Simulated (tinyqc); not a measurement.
Inductance and parasitic capacitance from two readings.

Problem. A loss-free coil L in parallel with C shows the apparent inductance L/(1 - w^2 L C), w = 2 pi f. Find L, C and the self-resonance 1/(2 pi sqrt(L C)).

apparent inductance at 12 and 21 GHz (nH): 1.0798872  2.0317180

Answer. The inverse of the reading is 1/L - w^2 C, a straight line in w^2.

L = 0.8800 nH
C = 37.00 fF
self-resonance = 27.89 GHz

Numbers from tinyqc (`OMP_NUM_THREADS=1 python tinyqc.py 2302240 2302241 out.jsonl`; about 0.01 s on one thread of a shared Intel Xeon 2.30GHz).
